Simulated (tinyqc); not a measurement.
Comparisons within one model: carrier statistics of a doped semiconductor with parabolic bands. A value that a table varies takes the place of the one given here.

Eg(T) = Eg0 - al T^2/(T + be); m_de = Mv^(2/3) (ml mt^2)^(1/3); m_dh = (mhh^(3/2) + mlh^(3/2))^(2/3); Nc and Nv from N = 2 (m kB T/(4 pi c))^(3/2) with c = hbar^2/2m0, in 1/angstrom^3; times 1e24 for 1/cm^3.

Energies are counted from Ev, so Ec = Eg. n = Nc F_1/2((EF - Eg)/kT), p = Nv F_1/2(-EF/kT), ND+ = ND/(1 + 2 exp((EF - Eg + ED)/kT)), NA- = NA/(1 + 4 exp((EA - EF)/kT)); neutrality asks p + ND+ = n + NA-. F_j(eta) = (1/Gamma(j + 1)) integral_0^infinity x^j dx/(1 + exp(x - eta)), which tends to exp(eta) for eta << 0.

Constants: hbar^2/2m0 = 3.80998211 eV angstrom^2; kB = 8.617333262e-05 eV/K.

Values chosen for the exercise (near those of AlAs; shifted at random, so the results belong to these values and not to a real crystal):
- Eg0 = 2.249 eV (gap at 0 K)
- al = 0.000685 eV/K (Varshni alpha)
- be = 530 K (Varshni beta)
- ml = 0.986 m0 (longitudinal electron mass)
- mt = 0.222 m0 (transverse electron mass)
- Mv = 3 (equivalent valleys)
- mhh = 0.765 m0 (heavy-hole mass)
- mlh = 0.152 m0 (light-hole mass)
- ND = 2.1e+17 1/cm^3 (donors)
- NA = 6.3e+12 1/cm^3 (acceptors)
- ED = 0.0715 eV (donor level below Ec)
- EA = 0.0593 eV (acceptor level above Ev)
- T = 200 K

## Temperature

Neutrality solved at each temperature; ni = sqrt(Nc Nv) exp(-Eg/2kT).

Carriers (1/cm^3):

| T (K) | EF (eV) | n | p | majority / \|ND - NA\| | ni | Eg (eV) |
|---|---|---|---|---|---|---|
| 30 | 2.2015 | 8.51e+09 | <1e-99 | 4.05e-08 | <1e-99 | 2.2479 |
| 50 | 2.2050 | 8.27e+13 | <1e-99 | 0.000394 | 7.55e-96 | 2.2460 |
| 77 | 2.1965 | 2.16e+15 | <1e-99 | 0.0103 | 9.41e-56 | 2.2423 |
| 120 | 2.1785 | 1.99e+16 | 1.49e-73 | 0.0947 | 5.44e-29 | 2.2338 |
| 200 | 2.1324 | 9.17e+16 | 1.83e-35 | 0.437 | 1.30e-09 | 2.2115 |
| 300 | 2.0549 | 1.60e+17 | 5.51e-16 | 0.764 | 9.42 | 2.1747 |
| 450 | 1.9115 | 1.94e+17 | 0.0131 | 0.925 | 5.06e+07 | 2.1075 |
| 600 | 1.7494 | 2.03e+17 | 1.05e+05 | 0.967 | 1.46e+11 | 2.0308 |
| 800 | 1.5157 | 2.07e+17 | 2.25e+10 | 0.984 | 6.83e+13 | 1.9194 |
| 1000 | 1.2684 | 2.08e+17 | 4.51e+13 | 0.991 | 3.06e+15 | 1.8013 |

What can be read from the table?

Ionisation is incomplete: the majority density is below 90 % of the net doping at 30, 50, 77, 120, 200 and 300 K, down to a share of 4.1e-08. It is within 10 % of the net doping at 450, 600, 800 and 1000 K. The majority density never exceeds the net doping by 10 %; ni is 3.06e+15 1/cm^3 at 1000 K against a net doping of 2.10e+17. EF goes from 2.202 eV to 1.268 eV, where midgap is 0.901 eV and the intrinsic level (Boltzmann) 0.905 eV.

## Doping level

Only donors are present (NA = 0); eta is the distance of EF beyond the conduction edge in units of kT.

Neutral state:

| ND (1/cm^3) | EF (eV) | majority (1/cm^3) | ionised share | eta |
|---|---|---|---|---|
| 1.0e+14 | 2.0148 | 9.99e+13 | 0.999 | -11.41 |
| 1.0e+15 | 2.0542 | 9.86e+14 | 0.986 | -9.12 |
| 1.0e+16 | 2.0921 | 8.89e+15 | 0.889 | -6.92 |
| 1.0e+17 | 2.1239 | 5.60e+16 | 0.560 | -5.08 |
| 1.0e+18 | 2.1486 | 2.33e+17 | 0.233 | -3.65 |
| 3.0e+18 | 2.1591 | 4.25e+17 | 0.142 | -3.04 |
| 1.0e+19 | 2.1702 | 7.98e+17 | 0.080 | -2.40 |
| 3.0e+19 | 2.1801 | 1.39e+18 | 0.046 | -1.82 |

What does this show?

The impurity level lies at 2.1400 eV. The ionised share falls from 0.999 to 0.046 as EF passes through it between 1e+17 and 1e+18 1/cm^3 (share 1/3 there); it is below one half from 1e+18 1/cm^3 on. Over the last two rows the doping grows threefold and the majority density by a factor 1.74. EF comes within 3 kT of the majority band edge from 1e+19 1/cm^3 on. Above roughly 1e+19 1/cm^3 (N^(1/3) a = 0.26, with the radius a = sqrt(c/(m E)) from the ionisation energy E and the mass (ml mt^2)^(1/3)) the levels merge with the band and real ionisation is complete; sharp levels then overstate freeze-out.

## What each input does

Neutrality solved anew for each case. Each row changes one parameter from the base and keeps the others.

Results:

| case | EF (eV) | n (1/cm^3) | p (1/cm^3) |
|---|---|---|---|
| base | 2.1324 | 9.17e+16 | 1.83e-35 |
| T = 220 K | 2.1185 | 1.10e+17 | 3.38e-30 |
| ND = 4.2e+17 1/cm^3 | 2.1398 | 1.41e+17 | 1.19e-35 |
| NA = 8.19e+12 1/cm^3 | 2.1324 | 9.17e+16 | 1.83e-35 |
| Eg0 = 2.299 eV | 2.1824 | 9.17e+16 | 1.01e-36 |
| mt = 0.2664 m0 | 2.1304 | 9.78e+16 | 2.06e-35 |
| mhh = 0.918 m0 | 2.1324 | 9.17e+16 | 2.36e-35 |
| ED = 0.1072 eV | 2.1177 | 3.91e+16 | 4.30e-35 |

How do the results move?

The largest shifts from the base row, up to three for each result and ties (the steps differ in size, so this ranks the rows, not the parameters). EF (eV): Eg0 +0.0500, ED -0.0147, T -0.0139; unchanged at the printed digits by NA and mhh. n (1/cm^3): ED -5.25e+16, ND +4.90e+16, T +1.79e+16; unchanged at the printed digits by NA, Eg0 and mhh. p (1/cm^3): T +3.38e-30, ED +2.47e-35, Eg0 -1.73e-35; unchanged at the printed digits by NA.

(tinyqc, `OMP_NUM_THREADS=1 python tinyqc.py 1681288 1681289 out.jsonl`, Intel(R) Xeon(R) Processor @ 2.30GHz, 1 thread, shared host, about 0.01 s.)
